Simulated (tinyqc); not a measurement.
## Series resistance and length offset from two lengths at two overdrives

Question. In strong inversion R W = Rsd + k(x)(L - dL), k(x) = (1 + th1 x)/(mu0 Cox x), x the overdrive, Cox = eps0 eox/tox, with Rsd and dL independent of x. Find dL, Rsd, mu0 and th1.

Parameters, values chosen for the exercise: relative permittivity of the gate insulator (close to silicon nitride) eox = 7.29; insulator thickness tox = 7.3 nm.

Constants: eps0 = 8.8541878128e-14 F/cm where lengths are in cm. Results are converted to the units shown.

total resistance times width (ohm um):
```
                  L = 0.072 um  L = 0.78 um
overdrive 0.5 V     757.552349   7467.02111
overdrive 1.13 V    487.944585   4118.66662
```

Answer. At each overdrive R W is a straight line in L; the two lines cross at L = dL, R W = Rsd. Their slopes give k x = (1 + th1 x)/(mu0 Cox), a straight line in x.

dL = 0.0100 um
Rsd = 170 ohm um
mu0 = 290 cm^2/(V s)
th1 = 0.430 1/V

Numbers from tinyqc (`OMP_NUM_THREADS=1 python tinyqc.py 2210124 2210125 out.jsonl`; about 0.01 s on one thread of a shared Intel Xeon 2.30GHz).
